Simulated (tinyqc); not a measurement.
# Changing the crystal rotation

Model: crystal pulling from the melt: segregation, interface stability, heat balance and point-defect regime. Computed by tinyqc, a small Python program. Command: `OMP_NUM_THREADS=1 python tinyqc.py 3021223 3021224 out.jsonl pull sweep`. One thread of a shared host (Intel(R) Xeon(R) Processor @ 2.30GHz), about 0.01 s of CPU time with the checks.

A dilute solute; steady pulling with a flat interface unless it is found unstable.

Inputs (values chosen for the exercise, for a model semiconductor):

| quantity | value | unit |
|---|---|---|
| equilibrium coefficient k0 | 0.061 | - |
| initial melt concentration C0 | 2.2e+17 | 1/cm^3 |
| diffusivity in the melt D | 0.0002 | cm^2/s |
| kinematic viscosity nu | 0.0039 | cm^2/s |
| pull rate V | 1.2 | mm/min |
| frozen fraction g | 0.26 | - |

Loss from the melt surface: none.

Method. delta = 1.61 D^(1/3) nu^(1/6) omega^(-1/2), omega = 2 pi rpm/60; k_eff = k0/[k0 + (1 - k0) exp(-V delta/D)] (Burton, Prim and Slichter); the melt at the interface is enriched by k_eff/k0. Axial profile: C_s = k_eff C0 (1 - g)^(k_eff - 1); bulk melt C_L = C_s/k_eff. Usable fraction: the g at which C_s has changed by 30 % from its first value (0.99 at most).

One run for each value:

| crystal rotation (rpm) | boundary layer delta (micrometre) | k_eff | enrichment at the interface | usable fraction |
|---|---|---|---|---|
| 1.0 | 1154 | 0.1709 | 2.801 | 0.2713 |
| 1.8 | 860 | 0.1331 | 2.182 | 0.2611 |
| 3.2 | 645 | 0.1102 | 1.807 | 0.2554 |
| 5.8 | 479 | 0.0950 | 1.557 | 0.2517 |
| 10.0 | 365 | 0.0856 | 1.403 | 0.2494 |
| 19.0 | 265 | 0.0781 | 1.280 | 0.2477 |
| 33.0 | 201 | 0.0736 | 1.206 | 0.2466 |
| 60.0 | 149 | 0.0701 | 1.149 | 0.2458 |

Over the rows, boundary layer delta (micrometre) falls from 1150 to 149 (exponent d ln y / d ln x about -0.50 throughout); k_eff falls from 0.171 to 0.0701 (exponent d ln y / d ln x -0.42 between the first rows and -0.081 between the last); enrichment at the interface falls from 2.80 to 1.15 (exponent d ln y / d ln x -0.42 between the first rows and -0.081 between the last). The exponent of boundary layer delta stays at -0.50: the rotating-disc boundary layer.
